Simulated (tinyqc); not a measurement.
From results back to parameters: effective work function and flat-band voltage of a metal/high-k/SiO2/Si stack with a dipole layer. Three cases, with inputs chosen for the exercise.

Problem. Three stacks with (t1, t2) = (8, 20), (30, 20) and (8, 60) angstrom have the flat-band voltages below. VFB = W0 - (chi + dEF) - 4 pi e2 [Q1 EOT + Q2 x2]/3.9 with x2 = t2 3.9/eps2, EOT = t1 + x2, e2 = e^2/4 pi eps0, 1 cm^-2 = 1e-16 angstrom^-2; W0 is the work function with the dipole step.

Constants: e^2/(4 pi eps0) = 14.39964547 eV angstrom.

Case 1.

Values chosen (out of a larger set: a stack on Si capped with an yttrium-like oxide; not measured data): chi = 4.053 eV (electron affinity of the channel); dEF = 0.766 eV (Ec - EF in the channel); eps = (3.9, 23.6) (their dielectric constants).

VFB (V): -0.1912620  -0.2729221  -0.2265322

Case 2.

Values chosen (out of a larger set: a stack on Si capped with an aluminium-like oxide; not measured data): chi = 4.061 eV (electron affinity of the channel); dEF = 0.941 eV (Ec - EF in the channel); eps = (3.9, 22.5) (their dielectric constants).

VFB (V): -0.2617186  -0.2800921  -0.2385568

Case 3.

Values chosen (out of a larger set: a stack on Si capped with a magnesium-like oxide; not measured data): chi = 4.06 eV (electron affinity of the channel); dEF = 0.903 eV (Ec - EF in the channel); eps = (3.9, 24.7) (their dielectric constants).

VFB (V): -0.1004932  -0.1117215  -0.1072331

Find: Q1; Q2; W0.

Solution. The first two stacks differ in t1 alone and give Q1; the first and third give Q1 + Q2; W0 follows from any of them.

Case 1.

Q1 = 8.0e+11 e/cm^2
Q2 = 3.5e+11 e/cm^2
W0 = 4.675 eV

Case 2.

Q1 = 1.8e+11 e/cm^2
Q2 = -9.0e+11 e/cm^2
W0 = 4.735 eV

Case 3.

Q1 = 1.1e+11 e/cm^2
Q2 = 1.2e+11 e/cm^2
W0 = 4.870 eV

Computed by tinyqc, one run a case: `OMP_NUM_THREADS=1 python tinyqc.py N N+1 out.jsonl` with N = 1880237, 1880274, 1880282; one thread of a shared Intel(R) Xeon(R) Processor @ 2.30GHz, about 0.01 s a run at most.
